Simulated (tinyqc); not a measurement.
Undoped symmetric double-gate MOSFET, analytic potential model: two steps of the calculation.

An undoped body of thickness ts between two equal insulators and tied gates; long channel, electrons only, n = ni exp((psi - V)/Vt) with V the quasi-Fermi potential (0 at the source, Vd at the drain), constant mobility, no quantisation. Across the body psi(x) = V - 2 Vt ln[(ts/(2 beta)) sqrt(q ni/(2 eps0 eps_r Vt)) cos(2 beta x/ts)], x from the centre. Q is the electron charge per area of the whole body.

Inputs (values chosen for the exercise); material values close to those of silicon:
- T = 400 K (temperature)
- Eg = 1.1 eV (band gap)
- eps_r = 11.5 (relative permittivity of the semiconductor)
- Nc = 4.39e19 cm^-3 (conduction-band density of states at T)
- Nv = 4.1e19 cm^-3 (valence-band density of states at T)
- eox = 8.75 (relative permittivity of the gate insulator)
- tox = 2.6 nm (insulator thickness)
- ts = 5 nm (body thickness)
- dphi = 0.08 V (gate work function less that of the intrinsic body)
- Vg = 0.6 V (gate voltage)

Constants: q = 1.602176634e-19 C, kB = 1.380649e-23 J/K, Vt = kB T/q, eps0 = 8.8541878128e-14 F/cm where lengths are in cm. Results are converted to the units shown.

Problem 1. Constants of the body. ni = sqrt(Nc Nv) exp(-Eg/(2 Vt)), Eg in volts; r = eps_r tox/(eox ts); V0 = dphi + 2 Vt ln[(2/ts) sqrt(2 eps0 eps_r Vt/(q ni))].

Give: ni; r; V0.

Solution 1.

ni = 4.9880e12 cm^-3
r = 0.68343
V0 = 0.56794 V

Problem 2. beta at the source by Newton steps in z = ln(tan beta). With V = 0, t = exp(z), beta = arctan(t): f = ln(beta) + (1/2) ln(1 + t^2) + 2 r beta t - (Vg - V0)/(2 Vt); with c = t/(1 + t^2), df/dz = c/beta + t c + 2 r t (c + beta); z(new) = z - f/(df/dz).

z after iteration 1 = -0.24658215
r = 0.68342857
V0 = 0.56794130 V

Find: beta; f; df/dz; z after iteration 2.

Solution 2.

beta = 0.6633
f = 0.07138
df/dz = 2.337
z after iteration 2 = -0.2771

Program tinyqc, `OMP_NUM_THREADS=1 python tinyqc.py 2440010 2440011 out.jsonl`; Intel Xeon 2.30GHz, shared host, one thread, about 0.01 s.
